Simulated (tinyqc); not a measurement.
From results back to parameters: Koster-Slater impurity in an sp3s* host.

Problem. In the Koster-Slater model a defect shifts the s level of its site by Vs and the p levels by Vp; an A1 level solves 1/Vs = G_s(E) and a T2 level 1/Vp = G_p(E), E from the top of the valence band. A defect has an A1 level at E = 1.0385 eV, one of the energies of the table, and a T2 level at 0.1484 eV.

G(E) of the host (1/eV):

| E (eV) | G_s | G_p |
|---|---|---|
| 0.0000 | -0.0690826 | 0.1042590 |
| 0.1484 | -0.0817569 | 0.0655827 |
| 0.2967 | -0.0962576 | 0.0375122 |
| 0.4451 | -0.1132840 | 0.0126107 |
| 0.5934 | -0.1339113 | -0.0118473 |
| 0.7418 | -0.1599594 | -0.0380149 |
| 0.8901 | -0.1949440 | -0.0689164 |
| 1.0385 | -0.2474130 | -0.1114204 |
| 1.1868 | -0.3572376 | -0.2012042 |

Find: Vs, Vp.

Solution. Read G_s and G_p at the two energies and invert them. Vs is attractive and pulls its level down from the conduction bands. Vp is repulsive and pushes its level up from the valence bands.

Vs, Vp (eV): -4.0  15.2

(tinyqc, `OMP_NUM_THREADS=1 python tinyqc.py 1480878 1480879 out.jsonl`, Intel(R) Xeon(R) Processor @ 2.30GHz, 1 thread, shared host, about 0.02 s.)
